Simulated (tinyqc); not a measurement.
Grain-boundary trapping model (Seto) of a polycrystalline semiconductor film: one step, computed by the program tinyqc.

Grains of equal size L are joined by thin boundaries with one trap level. Trapped carriers deplete a width W on each side and raise a barrier, crossed by thermionic emission. Dopants are fully ionised, statistics are non-degenerate and mu_g does not depend on T.

Task: Critical doping. If all traps fill, the grain is just depleted at N* = Q_t/L, with the barrier e Q_t L/(8 eps eps_0).

Inputs (values chosen for the exercise, modelled on polycrystalline germanium): permittivity eps = 16; grain size L = 16 nm; trap density Q_t = 1.3e+12 1/cm^2.

Grain interior: resistance included.

Constants: e = 1.602176634e-19 C; eps_0 = 8.8541878128e-12 F/m; k_B = 8.617333262e-05 eV/K.

Give: N*; barrier at N* with all traps filled.

Result:

N* = 8.1250e+17 1/cm^3

barrier at N* with all traps filled = 0.029405 V
